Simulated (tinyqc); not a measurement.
# On-chip interconnect, size-dependent resistivity and RC delay: two studies

A rectangular line between two neighbours and two ground planes. Surface and grain-boundary scattering are added to the bulk resistivity as corrections; capacitances are parallel-plate values without fringing; inductance is ignored.

Values chosen for this exercise; metal values close to those of copper:
- rho0 = 1.69 uohm cm (bulk resistivity)
- lam = 41 nm (bulk mean free path)
- ps = 0 (specular share of surface scattering)
- Rg = 0.33 (reflection coefficient of grain boundaries)
- gr = 1.5 (grain size over the metal width)
- wd = 16 nm (drawn line width)
- AR = 2.2 (aspect ratio, height over width)
- tl = 2 nm (liner on both walls and the bottom, not conducting)
- sp = 16 nm (space to the neighbouring lines)
- hd = 17 nm (dielectric height to the planes above and below)
- ek = 2.2 (relative permittivity of the dielectric)
- Mf = 1 (Miller factor of the neighbours)
- Lw = 35 um (line length)
- Rd = 16000 ohm (driver resistance)
- Cl = 1.3 fF (load capacitance)
- rho2 = 6.2 uohm cm (bulk resistivity of the second metal (close to cobalt))
- lam2 = 12 nm (mean free path of the second metal)
- tl2 = 0 nm (liner of the second metal)

Constants: eps0 = 8.8541878128e-12 F/m. Results are converted to the units shown.

Each table varies one quantity; the others keep the values above.

## Delay against the aspect ratio

Metal width x = wd - 2 tl, height y = AR wd - tl; grain boundaries (Mayadas-Shatzkes): al = (lam/(gr x)) Rg/(1 - Rg), g = 1/[1 - 3 al/2 + 3 al^2 - 3 al^3 ln(1 + 1/al)] - 1; surfaces (Fuchs-Sondheimer, thick limit): s = (3/8) lam (1 - ps)(1/x + 1/y); rho = rho0 (1 + g + s); r = rho/(x y); c = eps0 ek (2 wd/hd + 2 Mf AR wd/sp). Elmore delay tE = Rd (c Lw + Cl) + r Lw (c Lw/2 + Cl); t50 is the time at which the far end of a ladder of 30 pi sections (half capacitances at both ends, Cl at the far end, a step applied through Rd) reaches half the step; line share r Lw/(Rd + r Lw); estimate 0.69 Rd (c Lw + Cl) + 0.38 r c Lw^2 + 0.69 r Lw Cl.

Delay against the aspect ratio:
```
AR	rho (uohm cm)	r (ohm/um)	c (fF/um)	tE (ps)	t50 (ps)	estimate (ps)	line share of the resistance (%)
0.8	8.867	684.2	0.06783	118.3	86.24	83.65	59.95
1.2	7.972	386.2	0.08342	104.8	75.66	73.71	45.80
1.6	7.562	267.0	0.09900	104.6	74.93	73.29	36.87
2	7.327	203.5	0.1146	108.5	77.32	75.87	30.81
2.4	7.175	164.3	0.1302	114.3	81.09	79.76	26.43
2.8	7.068	137.6	0.1458	121.0	85.59	84.33	23.14
3.2	6.989	118.4	0.1613	128.2	90.51	89.30	20.57
3.6	6.928	103.8	0.1769	135.9	95.70	94.53	18.51
4	6.880	92.48	0.1925	143.7	101.1	99.92	16.83
```

As AR goes from 0.8 to 4, r falls from 684 to 92.5 ohm/um, c rises from 0.0678 to 0.193 fF/um and t50 goes from 86.2 through a minimum of 74.9 (at AR = 1.6 among the rows listed) to 101 ps. t50/tE lies between 0.703 and 0.729, and the estimate is within 3.0 % of t50. A taller line lowers r but raises the coupling to its neighbours, which gives the minimum.

## Two metals against line width

Metal width x = wd - 2 tl, height y = AR wd - tl; grain boundaries (Mayadas-Shatzkes): al = (lam/(gr x)) Rg/(1 - Rg), g = 1/[1 - 3 al/2 + 3 al^2 - 3 al^3 ln(1 + 1/al)] - 1; surfaces (Fuchs-Sondheimer, thick limit): s = (3/8) lam (1 - ps)(1/x + 1/y); rho = rho0 (1 + g + s); r = rho/(x y). The second metal has rho2, lam2 and tl2 in place of rho0, lam and tl; ps, Rg, gr and AR are shared.

Result of one run:
```
wd (nm)	rho, first (uohm cm)	rho, second (uohm cm)	r, first (ohm/um)	r, second (ohm/um)	ratio second/first
70	2.749	7.293	2.740	6.766	2.469
```

What becomes of these results when the drawn line width wd is changed from 70 to 6.5 nm, all else the same?

Result of the changed run:
```
wd (nm)	rho, first (uohm cm)	rho, second (uohm cm)	r, first (ohm/um)	r, second (ohm/um)	ratio second/first
6.5	26.43	17.68	8596	1903	0.2213
```

The whole series:
```
wd (nm)	rho, first (uohm cm)	rho, second (uohm cm)	r, first (ohm/um)	r, second (ohm/um)	ratio second/first
6.5	26.43	17.68	8596	1903	0.2213
8	17.53	15.55	2810	1105	0.3931
10	12.47	13.70	1039	622.9	0.5995
13	9.009	11.99	376.3	322.5	0.8570
17	6.832	10.64	148.5	167.4	1.127
22	5.447	9.642	65.22	90.56	1.389
30	4.320	8.733	25.96	44.11	1.699
45	3.378	7.895	8.494	17.72	2.086
70	2.749	7.293	2.740	6.766	2.469
120	2.298	6.840	0.7562	2.159	2.855
```

The resistivity of the first metal falls from 26.4 to 2.30 uohm cm and that of the second goes from 17.7 to 6.84 uohm cm as the line widens. The products rho0 lam, which set the size effect, are 69.3 and 74.4 uohm cm nm. The two resistances cross at wd = 15.0 nm: below it the second metal gives the lower line resistance. For widths well under the mean free path the thick-limit surface term is only a guide.

Range of the model: The metal width is under the mean free path, where the thick-limit surface term and the simple sum of corrections lose accuracy.

tinyqc, about 0.01 s, one thread, Intel Xeon 2.30GHz (shared host): `OMP_NUM_THREADS=1 python tinyqc.py 2100055 2100056 out.jsonl`
